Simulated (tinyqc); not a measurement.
# Worked calculation: surface potential of a MOS transistor: implicit equation and explicit approximations

tinyqc, about 0.01 s, one thread, Intel Xeon 2.30GHz (shared host): `OMP_NUM_THREADS=1 python tinyqc.py 2122081 2122082 out.jsonl` Printed values are rounded.

p-type body, charge-sheet picture, depletion and inversion only, full ionisation (an idealisation for deep acceptors), Boltzmann statistics (rough once Na exp(x - xn) passes about Nc/7). In units of Vt: xg = (Vg - Vfb)/Vt, x = psi/Vt, G = gamma/sqrt(Vt), xn = (2 phiF + Vc)/Vt. The implicit equation is (xg - x)^2 = G^2 [x - 1 + exp(x - xn)] for x above about 3. Cox = eps0 eox/tox.

Parameters, values chosen for the exercise; band and dielectric values those of a made-up semiconductor: temperature T = 350 K; band gap Eg = 1.21 eV; relative permittivity eps_r = 9.66; conduction-band density of states at T Nc = 2.87e19 cm^-3; valence-band density of states at T Nv = 3.98e19 cm^-3; relative permittivity of the gate insulator (close to silicon dioxide) eox = 3.9; insulator thickness tox = 8.2 nm; acceptor density Na = 1.6e17 cm^-3; flat-band voltage Vfb = -0.42 V; channel-body voltage Vc = 0 V; gate-body voltage Vg = 1.18 V.

Constants: q = 1.602176634e-19 C, kB = 1.380649e-23 J/K, Vt = kB T/q, eps0 = 8.8541878128e-14 F/cm where lengths are in cm. Results are converted to the units shown.

## Scales

ni = sqrt(Nc Nv) exp(-Eg/(2 Vt)), Eg in volts; phiF = Vt ln(Na/ni); gamma = sqrt(2 q eps0 eps_r Na)/Cox; VT = Vfb + Vt (xn + G sqrt(xn - 1)).

phiF = 0.443551 V
gamma = 0.497272 V^0.5
G = 2.86334
xn = 29.4125
VT = 0.927432 V
xg = 53.0492

## Explicit approximation

Depletion value a = 1 + [sqrt(G^2/4 + xg - 1) - G/2]^2; inversion value b = xn + ln[(xg - xn)^2/G^2 - xn + 1] and first guess y = min(a, b) - ln(1 + exp(-|a - b|)) if a > xn + 1, else b = y = a; one second-order correction with D = exp(y - xn), p = 2 (xg - y) + G^2 (1 + D), w = (xg - y)^2 - G^2 (y - 1 + D): z = y + 2 w/(p + sqrt(p^2 - 2 (2 - G^2 D) w)), or the Newton step z = y + w/p where the root is not real.

a = 36.0881
b = 33.0947
y = 33.0458
p = 358.406
w = -172.798
z = 32.3635

The root of the implicit equation is x = 32.4295; y misses it by 0.62 and z by -0.066, in units of Vt.

## Starting value

x = y rounded to two decimals.

x at the start = 33.05

## Iteration 1: new x

D = exp(x - xn), f = (xg - x)^2 - G^2 (x - 1 + D), f' = -2 (xg - x) - G^2 (1 + D), x(new) = x - f/f'.

D = 37.9948
f = -174.309
f' = -359.706
x after iteration 1 = 32.5654

## Iteration 2: new x

As before.

D = 23.4030
f = -31.0839
f' = -241.041
x after iteration 2 = 32.4365

## Course of the iteration

Stop when the step is below 1e-11, or after 60 iterations.

Course of the iteration:
```
iteration  x before the step       step
1                      33.05     -0.485
2                    32.5654     -0.129
3                    32.4365   -6.93e-3
4                    32.4295   -1.84e-5
5                    32.4295  -1.30e-10
6                    32.4295          0
```

Converged in 6 iterations.

## Potential, charges and gate control

converged x = 32.4295

psi = Vt x; N_dep = Cox Vt G sqrt(x - 1)/q; N_inv = (Cox Vt G/q) [sqrt(x - 1 + exp(x - xn)) - sqrt(x - 1)]; dpsi/dVg = 1/[1 + G^2 (1 + exp(x - xn))/(2 (xg - x))].

psi = 0.978095 V
N_dep = 1.27254e12 cm^-2
N_inv = 3.6206e11 cm^-2
dpsi/dVg = 0.190105

psi lies 3.0 Vt above 2 phiF + Vc.
